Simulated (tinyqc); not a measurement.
Q-state Potts model on a small periodic square lattice: enumeration, Metropolis, heat-bath and Wolff steps: one step, computed by the program tinyqc. Command: `OMP_NUM_THREADS=1 python tinyqc.py 3110478 3110479 out.jsonl potts walk`. One thread of a shared host (Intel(R) Xeon(R) Processor @ 2.30GHz), about 0.1 s of CPU time with the checks.

E = -J x (number of nearest-neighbour bonds with equal states); n x n sites with periodic edges have 2 n^2 bonds. Order parameter m = (q f - 1)/(q - 1), f being the largest share of one state. Sites are numbered row by row from 0. Here q = 4 and n = 3.

Question. Eight single-site steps. Site = floor(r1 n^2). State c is drawn with probability exp(K k_c)/sum exp(K k), k_c the number of neighbours in state c: the first c whose cumulative probability reaches r2; r3 is not used.

Inputs (values chosen for the exercise, for a model of domains or grain orientations): temperature T = 226 K.

Update: heat bath.

start states:
```
   1  2  3
1  1  0  3
2  1  2  1
3  3  3  1
```

random numbers, one row a step:
```
        1       2       3
1  0.8989  0.1699  0.0024
2  0.9119  0.4281  0.0532
3  0.7049  0.2791  0.5705
4  0.6087  0.9356  0.3672
5  0.0675  0.8341  0.3948
6  0.4216  0.1447  0.8614
7  0.0681  0.7030  0.1651
8  0.7781  0.2432  0.6043
```

K = 0.9242537

Give: the table «Steps» with the columns old, neighbours in each state, P(old), P(new), new; states afterwards.

Answer.

Steps:
```
site  old  neighbours in each state   P(old)   P(new)  new
8       1                   0 1 0 3  0.12279  0.12279    1
8       1                   0 1 0 3  0.12279  0.77976    3
6       3                   0 2 0 2  0.43198  0.43198    1
5       1                   0 1 1 2  0.20338  0.51252    3
0       1                   1 2 0 1  0.51252  0.20338    3
3       1                   0 1 1 2  0.20338  0.20338    1
0       3                   1 2 0 1  0.20338  0.51252    1
7       3                   1 1 1 1  0.25000  0.25000    0
```

states afterwards:
```
   1  2  3
1  1  0  3
2  1  2  3
3  1  0  3
```
